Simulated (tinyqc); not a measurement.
# Reflectance at normal incidence against thickness

Normal incidence on air, film (n1) and substrate (N2 = n2 - i k2): r01 = (1 - n1)/(1 + n1), r12 = (n1 - N2)/(n1 + N2), amplitude (r01 + r12 X)/(1 + r01 r12 X), X = exp(-4 pi i n1 d/lam), R its squared modulus, phase from 0 to 360 degrees.

Values chosen for this exercise: wavelength lam = 632.8 nm; index of the transparent film n1 = 1.674; index of the substrate n2 = 3.882; extinction coefficient of the substrate k2 = 0.019.

Results:
```
d (nm)   R (%)  phase of the reflected amplitude (degrees)
0       34.850                                      179.85
24      31.381                                      155.42
48      21.460                                      126.89
71      9.0544                                      87.858
95      2.6154                                      356.47
119     9.7016                                      269.29
142     22.133                                      231.36
190     34.842                                      178.86
```

Estimate the missing row, d = 166 nm.

Computed row:
```
d (nm)   R (%)  phase of the reflected amplitude (degrees)
166     31.744                                      203.19
```

With this row back in the table: R goes from 34.9 through a minimum of 2.62 (at d = 95 nm among the rows listed) to 34.8 %. At a quarter wave, d = 94.5 nm, R = 2.61 %; for a transparent substrate it would vanish for n1 = sqrt(n2) = 1.97.

Program tinyqc, `OMP_NUM_THREADS=1 python tinyqc.py 2870218 2870219 out.jsonl`; Intel Xeon 2.30GHz, shared host, one thread, about 0.3 s.
